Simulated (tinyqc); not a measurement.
Empirical pseudopotential in a few plane waves, step by step. One step of it, computed by the program tinyqc.

Problem. Bloch Hamiltonian at G. Basis: the 15 shortest G (labels in 2 pi/a), the same at every k. H(G,G') = c |k + G|^2 delta + VS(|G-G'|^2) cos((G-G').tau) + i VA sin((G-G').tau), tau = a/8 (1,1,1); 1 Ry = 13.605693 eV.

Parameters chosen for this model: fcc lattice, atoms at +/- a/8 (1,1,1); form factors in rydberg at |G|^2 in units of (2 pi/a)^2:
```
parameter                 value      unit
a                      5.490000  angstrom
VS(3)                 -0.232000        Ry
VS(8)                  0.013000        Ry
VS(11)                 0.081000        Ry
VA(3)                         0        Ry
VA(4)                         0        Ry
VA(11)                        0        Ry
hbar^2/2m (2 pi/a)^2   4.990430        eV
```

k point G (2 pi / a): 0  0  0

Give: H(k) at G.

Solution.

H(k) at G (eV), lower triangle:
```
        +0+0+0  -1-1-1  -1-1+1  -1+1-1  -1+1+1  +1-1-1  +1-1+1  +1+1-1
+0+0+0   0.000
-1-1-1   2.232  14.971
-1-1+1  -2.232   0.000  14.971
-1+1-1  -2.232   0.000   0.177  14.971
-1+1+1  -2.232  -0.177   0.000   0.000  14.971
+1-1-1  -2.232   0.000   0.177   0.177   0.000  14.971
+1-1+1  -2.232  -0.177   0.000   0.000   0.177   0.000  14.971
+1+1-1  -2.232  -0.177   0.000   0.000   0.177   0.000   0.177  14.971
+1+1+1   2.232   0.000  -0.177  -0.177   0.000  -0.177   0.000   0.000
-2+0+0   0.000  -2.232  -2.232  -2.232   2.232   0.779  -0.779  -0.779
+0-2+0   0.000  -2.232  -2.232   0.779  -0.779  -2.232   2.232  -0.779
+0+0-2   0.000  -2.232   0.779  -2.232  -0.779  -2.232  -0.779   2.232
+0+0+2   0.000  -0.779   2.232  -0.779  -2.232  -0.779  -2.232   0.779
+0+2+0   0.000  -0.779  -0.779   2.232  -2.232  -0.779   0.779  -2.232
+2+0+0   0.000  -0.779  -0.779  -0.779   0.779   2.232  -2.232  -2.232

        +1+1+1  -2+0+0  +0-2+0  +0+0-2  +0+0+2  +0+2+0  +2+0+0
+1+1+1  14.971
-2+0+0  -0.779  19.962
+0-2+0  -0.779   0.177  19.962
+0+0-2  -0.779   0.177   0.177  19.962
+0+0+2  -2.232  -0.177  -0.177   0.000  19.962
+0+2+0  -2.232  -0.177   0.000  -0.177   0.177  19.962
+2+0+0  -2.232   0.000  -0.177  -0.177   0.177   0.177  19.962
```
